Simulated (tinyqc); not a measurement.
# Deep-level transient spectroscopy, step by step

tinyqc, about 0.01 s, one thread, Intel Xeon 2.30GHz (shared host): `OMP_NUM_THREADS=1 python tinyqc.py 2050038 2050039 out.jsonl` Printed values are rounded.

Schottky contact on an n-type layer with shallow donors Nd (all ionised) and a donor-like deep trap, neutral when filled and positive when empty; depletion approximation. Traps within lam of the depletion edge stay filled. A long pulse to Vp fills the traps beyond x1 = Wp - lam; back at Vr those between x1 and x2 = Wr - lam emit. A rate window reads S = C(t2) - C(t1).

Values chosen for this exercise; material values close to those of 4H silicon carbide:
```
symbol    value   unit                                      meaning
eps_r      9.85                               relative permittivity
Nc      1.67e19  cm^-3   conduction-band density of states at 300 K
vth       1.9e7   cm/s                    thermal velocity at 300 K
Nd       5.9e16  cm^-3                        shallow donor density
Vbi        1.21      V                             built-in voltage
Et         0.25     eV  depth of the trap below the conduction edge
sn      1.5e-16   cm^2                        capture cross-section
Nt       6.5e15  cm^-3                                 trap density
Vr          6.1      V                                 reverse bias
Vp          0.5      V        reverse bias during the filling pulse
t1            1     ms                          first sampling time
t2          2.5     ms                         second sampling time
T           176      K                 temperature of the transient
```

Constants: q = 1.602176634e-19 C, kB = 1.380649e-23 J/K, eps0 = 8.8541878128e-14 F/cm where lengths are in cm. Results are converted to the units shown.

Range of the model: With Nt above a tenth of Nd the edge x2 moves during the transient, which this model holds fixed, and the transient is not a plain exponential.

## Emission rate and rate window

Emission rate en = sn vth(T) Nc(T) exp(-Et/kB T) = sn g T^2 exp(-Et/kB T), g = vth Nc/(300 K)^2, as vth goes as T^0.5 and Nc as T^1.5 (degeneracy factor 1). For an exponential transient S peaks where en = ew = ln(t2/t1)/(t2 - t1).

g = 3.52556e21 cm^-2 s^-1 K^-2
en = 1136.50 1/s
1/en = 0.879897 ms
ew = 610.860 1/s

## Widths

lam = sqrt(2 eps0 eps_r (EF - ET)/(q Nd)), EF - ET = Et - (kB T/q) ln(Nc(T)/Nd), Nc(T) = Nc (T/300 K)^1.5. In the steady state at the band bending V, 2 eps0 eps_r V/q = Nd W^2 + Nt (W - lam)^2 (the second term only if W > lam). V = Vbi + Vr gives Wr and V = Vbi + Vp gives Wp; x1 = max(Wp - lam, 0).

lam = 57.0701 nm
Wr = 353.816 nm
Wp = 173.387 nm
x1 = 116.317 nm
x2 = 296.746 nm
G = (x2^2 - x1^2)/Wr^2 = 0.595343

The rule Nt = 2 Nd |dC|/C assumes G = 1 and would understate Nt by a factor of about 1/G = 1.68 here (the limit of small Nt/Nd).

## The transient

```
sample,t (ms)
0,0
1,0.5
2,1
3,1.75
4,2.5
5,5
6,12.5
```

W(t)^2 = Wr^2 + (Nt/Nd)(x2^2 - x1^2) exp(-en t), C = eps0 eps_r/W; for small Nt, dC/C = -(Nt/2 Nd) G exp(-en t) with G = (x2^2 - x1^2)/Wr^2. S = C(t2) - C(t1).

```
sample,C (nF/cm^2),C - C(final) (pF/cm^2)
0,23.8788,-770.654
1,24.2039,-445.572
2,24.3941,-255.412
3,24.5396,-109.885
4,24.6024,-47.036
5,24.6467,-2.752
6,24.6495,-0.001
```

S = 208.376 pF/cm^2

## Step 1: peak temperature

T at the start = 300 K

Fixed-point step for en(T) = ew: T(new) = (Et q/kB)/ln(sn g T^2/ew), g = vth Nc/(300 K)^2.

T after step 1 = 159.656 K

## Course of the iteration for the peak temperature

Start from 300 K; stop when T changes by less than 1e-8 K.

Course of the iteration:
```
step,T (K),change (K)
1,159.656,140
2,171.567,11.9
3,170.119,1.45
4,170.288,0.169
5,170.269,0.0199
6,170.271,2.33e-3
7,170.271,2.74e-4
8,170.271,3.21e-5
9,170.271,3.77e-6
10,170.271,4.43e-7
11,170.271,5.20e-8
12,170.271,6.10e-9
```

Converged in 12 steps; each multiplies the error by -2 kB T/Et = -0.12.
